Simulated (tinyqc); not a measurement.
# Doping from two capacitances

Question. An abrupt p-n junction obeys 1/C^2 = 2 (Vbi - V)/(q eps0 eps_r Ne), Ne = Na Nd/(Na + Nd), Vbi = Vt ln(Na Nd/ni^2), V the bias of the p side. Nd is known to be the larger doping. Find Ne, Vbi, Na and Nd.

Parameters, values chosen for the exercise: temperature T = 300 K; relative permittivity eps_r = 11.8.

Constants: q = 1.602176634e-19 C, kB = 1.380649e-23 J/K, Vt = kB T/q, eps0 = 8.8541878128e-14 F/cm where lengths are in cm. Results are converted to the units shown.

C at V = -0.8 and -5.2 V (nF/cm^2): [19.772868, 10.023835]
ni = 1.5578076e10 cm^-3

Answer. The slope of 1/C^2 against -V gives Ne and its intercept Vbi. Then Na Nd = ni^2 exp(Vbi/Vt) and Na + Nd = Na Nd/Ne, so both are roots of one quadratic.

Ne = 7.109e15 cm^-3
Vbi = 0.7219 V
Na = 8.800e15 cm^-3
Nd = 3.700e16 cm^-3

Numbers from tinyqc (`OMP_NUM_THREADS=1 python tinyqc.py 2000170 2000171 out.jsonl`; about 0.02 s on one thread of a shared Intel Xeon 2.30GHz).
